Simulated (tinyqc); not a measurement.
Quantum against classical capture: non-radiative capture by multiphonon emission, one effective mode. Computed by tinyqc, a small Python program. Command: `OMP_NUM_THREADS=1 python tinyqc.py 3026069 3026070 out.jsonl capture walk`. One thread of a shared host (Intel(R) Xeon(R) Processor @ 2.30GHz), about 0.02 s of CPU time with the checks.

The initial state (free carrier plus empty centre) lies dE above the final state; both have the same frequency and are displaced by dQ.

Inputs (values chosen for the exercise, with mass, screening and phonons like those of CdTe):
```
quantity                     value                   unit
energy released dE          0.0577                     eV
phonon energy hbar omega      11.5                    meV
Huang-Rhys factor S          0.807                      -
electron-phonon coupling W  0.0072  eV/(u^(1/2) angstrom)
cell volume V                 1700             angstrom^3
degeneracy g                     2                      -
broadening b                   9.5                    meV
temperature T                  300                      K
```

Centre: neutral.

Constants: hbar^2/u = 4.18015928e-03 eV angstrom^2; k_B = 8.617333262e-05 eV/K; hbar = 6.582119569e-16 eV s.

Method:
- dQ = sqrt(2 S (hbar^2/u)/hbar omega); relaxation energy lambda = S hbar omega; phonons needed P = dE/hbar omega; classical barrier E_b = (dE - lambda)^2/(4 lambda); occupation n = 1/(exp(hbar omega/k_B T) - 1).
- M_p = sum_m w_m <m_i|Q|(m + p)_f>^2 with Q counted from the final minimum and Boltzmann weights w_m for m = 0..24; <m_i|Q|k_f> = sqrt((hbar^2/u)/(2 hbar omega)) [sqrt(k) <m|k-1> + sqrt(k+1) <m|k+1>], with overlaps of oscillators displaced by d = sqrt(2 S) summed on 1500 points from -16 to 16 + d.
- The delta function is a Gaussian of standard deviation b at dE - p hbar omega.
- C_0 = V (2 pi/hbar) g W^2 sum_p M_p Gaussian_p. Here the sum runs over all p.
- Classical (Marcus) form: replace the sum by Q_c^2 exp(-E_b/k_B T)/sqrt(4 pi lambda k_B T), Q_c = dQ (dE + lambda)/(2 lambda).
- For a neutral centre the Sommerfeld factor is 1.
- The last column is -k_B d ln C_0/d(1/T) from this row and the one above.

dQ = 0.765948 u^(1/2) angstrom

lambda = 0.0092805 eV

classical barrier E_b = 0.0631552 eV

Against temperature:
```
T (K)  C_0, quantum (cm^3/s)  C_0, classical (cm^3/s)  Sommerfeld factor  activation energy (eV)
11                2.5843e-09               1.4190e-35                  1                       -
20                2.5929e-09               1.1042e-22                  1              6.9951e-06
33                2.7072e-09               1.5981e-16                  1              1.8877e-04
53                3.2168e-09               5.5004e-13                  1              1.2997e-03
80                4.4092e-09               4.7624e-11                  1              4.2668e-03
120               6.9328e-09               8.2410e-10                  1              9.3597e-03
190               1.2750e-08               6.2143e-09                  1              1.7100e-02
290               2.2212e-08               1.9021e-08                  1              2.6357e-02
```

What follows from these numbers?

At 11.0 K the quantum value is 1.8e26 times the classical one: C_0 comes from tunnelling out of the lowest level and hardly depends on T. At 290 K the ratio is 1.2. The largest apparent activation energy is 0.026 eV against the classical barrier of 0.063 eV, so an Arrhenius fit understates the barrier, through tunnelling and the broadening b at low T and the T^(-1/2) prefactor at high T.

Extremes, crossings and ranges named in words are read from the listed rows.
